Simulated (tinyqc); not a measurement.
From Debye to Thomas-Fermi: static screening by free carriers.

kF = (3 pi^2 n/Mv)^(1/3), EF = c kF^2/m with c = hbar^2/2m0, n in 1/angstrom^3 (1e-24 per 1/cm^3), e2 = e^2/(4 pi eps0). Thomas-Fermi: qTF^2 = 6 pi e2 n/(eps EF). Debye: qD^2 = 4 pi e2 n/(eps kB T).

F_j(eta) = (1/Gamma(j + 1)) integral_0^infinity x^j dx/(1 + exp(x - eta)), which tends to exp(eta) for eta << 0.

At finite T: qs^2 = qD^2 F_-1/2(eta)/F_1/2(eta), where n = Mv N F_1/2(eta) and N = 2 (m kB T/(4 pi c))^(3/2) with c = hbar^2/2m0, in 1/angstrom^3; times 1e24 for 1/cm^3.

Constants: hbar^2/2m0 = 3.80998211 eV angstrom^2; e^2/(4 pi eps0) = 14.39964547 eV angstrom; kB = 8.617333262e-05 eV/K.

Inputs chosen for the exercise (near those of GaAs; not measured data):
```
symbol  value   unit  meaning
m       0.0699  m0    mass of one isotropic valley
Mv      1             valleys
eps     13.1          background dielectric constant
T       300     K
```

Screening lengths (angstrom):
```
n (1/cm^3)    eta  Debye  Thomas-Fermi  finite T
1.0e+15     -6.14   1368         158.7      1369
9.0e+15     -3.94  456.0         110.0     457.6
5.0e+16     -2.19  193.5         82.67     197.1
2.0e+17     -0.69  96.74         65.61     103.8
7.0e+17      0.93  51.71         53.25     63.59
2.0e+18      2.90  30.59         44.70     47.10
9.0e+18      8.63  14.42         34.79     34.99
3.0e+19     19.44  7.898         28.47     28.50
```

What can be read from this table?

Debye is within 5 % of the finite-T length up to 5e+16 1/cm^3 of the densities listed and Thomas-Fermi from 9e+18 on. The length goes as n^-0.50 at the low end and n^-0.17 at the high end, against the limits -1/2 and -1/6. Both limits give too short a length.

(tinyqc, `OMP_NUM_THREADS=1 python tinyqc.py 1681514 1681515 out.jsonl`, Intel(R) Xeon(R) Processor @ 2.30GHz, 1 thread, shared host, about 0.01 s.)
